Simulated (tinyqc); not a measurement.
MOSFET in saturation, small-signal circuit and noise: two steps of the calculation.

Bias by the inversion coefficient IC = I/Ispec (charge-based model with velocity saturation; weak inversion below 0.1, strong above 10). Common-source circuit: gm, gds, Cgs, Cgd and Cj at the inner nodes, Rg in series with the gate; quasi-static, no source or drain resistance, no gate-body capacitance, no substrate network, no induced gate noise, so fmax is an upper estimate.

Parameters, values chosen for the exercise:

| symbol | value | unit | meaning |
|---|---|---|---|
| f | 6 | GHz | signal frequency |

Problem 1. Admittance matrix. Inner admittances at w = 2 pi f: y11 = i w (Cgs + Cgd), y12 = -i w Cgd, y21 = gm - i w Cgd, y22 = gds + i w (Cgd + Cd). Invert to Z, add Rg to Z11 and invert back to Y.

gm = 1.9791525 mS
gds = 0.049478812 mS
Cgs = 8.9367539 fF
Cgd = 1.4 fF
Cd = 3.5 fF
Rg = 40.769231 ohm

Wanted: inner y; Y with Rg.

Solution 1.

inner y (mS):

|  | 1 | 2 |
|---|---|---|
| 1 | 0.0000+0.3897i | 0.0000-0.0528i |
| 2 | 1.9792-0.0528i | 0.0495+0.1847i |

Y with Rg (mS):

|  | 1 | 2 |
|---|---|---|
| 1 | 0.0062+0.3896i | -0.0008-0.0528i |
| 2 | 1.9778-0.0842i | 0.0497+0.1890i |

Problem 2. Current gain and unilateral power gain. |h21| = |Y21/Y11|; U = |Y21 - Y12|^2/(4 [Re Y11 Re Y22 - Re Y12 Re Y21]). Extrapolated at 20 dB a decade: f |h21| and f sqrt(U).

Y with Rg (mS):

|  | 1 | 2 |
|---|---|---|
| 1 | 0.006189471+0.389588109i | -0.000838296-0.052765438i |
| 2 | 1.977814753-0.084200728i | 0.049659991+0.188981410i |

Find: |h21|; U; f |h21|; f sqrt(U).

Solution 2.

|h21| = 5.081
U = 498.1
f |h21| = 30.48 GHz
f sqrt(U) = 133.9 GHz

tinyqc, about 0.01 s, one thread, Intel Xeon 2.30GHz (shared host): `OMP_NUM_THREADS=1 python tinyqc.py 2150063 2150064 out.jsonl`
